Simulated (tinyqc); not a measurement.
Convergence with the mesh: density of states of one tight-binding band of a chain.

E(k) = -2 t cos(2 pi k) - 2 t2 cos(4 pi k); k in fractions of the reciprocal vectors, mesh k_i = j/N with j = 0 .. N-1. Densities are per cell and per spin, so the band holds one state.

Each interval of the mesh is a segment with E linear in k: n = (E - e1)/(e2 - e1), g = 1/(e2 - e1) between its end values.

Gaussian broadening: g(E) = mean over the mesh of exp(-(E - E_k)^2/(2 sigma^2))/(sigma sqrt(2 pi)), n(E) = mean of erfc((E_k - E)/(sigma sqrt 2))/2.

Parameters, chosen for this exercise: t = 0.45 eV (nearest hopping); t2 = 0 eV (second hopping); E = 0.51 eV (energy at which the density is wanted); sigma = 0.135 eV (Gaussian width).

At the energy E; the plain count is the share of mesh points below E; the reference is the linear method with N = 4000.

Results:

| N | points | g linear | n linear | g Gaussian | n Gaussian | n plain count |
|---|---|---|---|---|---|---|
| 8 | 8 | 0.3928 | 0.7003 | 0.4829 | 0.6689 | 0.6250 |
| 16 | 16 | 0.4281 | 0.6959 | 0.4372 | 0.6968 | 0.6875 |
| 32 | 32 | 0.4583 | 0.6921 | 0.4544 | 0.6962 | 0.7188 |
| 64 | 64 | 0.4405 | 0.6919 | 0.4544 | 0.6962 | 0.7031 |
| 128 | 128 | 0.4326 | 0.6918 | 0.4544 | 0.6962 | 0.6953 |
| 256 | 256 | 0.4289 | 0.6918 | 0.4544 | 0.6962 | 0.6914 |

reference n and g: 0.6918  0.4292

What can be read from this table?

The linear n(E) stays within 0.002 of the reference from N = 32 on. The Gaussian g stays within 1 % of its last value from N = 32 on; it tends to the broadened curve, not the true one. At the last mesh it lies +0.025 1/eV from the reference g and the linear g 0.000. The plain count errs by -0.0004 at the last mesh.

tinyqc: `OMP_NUM_THREADS=1 python tinyqc.py 1652721 1652722 out.jsonl`; about 0.01 s, one thread, shared Intel(R) Xeon(R) Processor @ 2.30GHz.
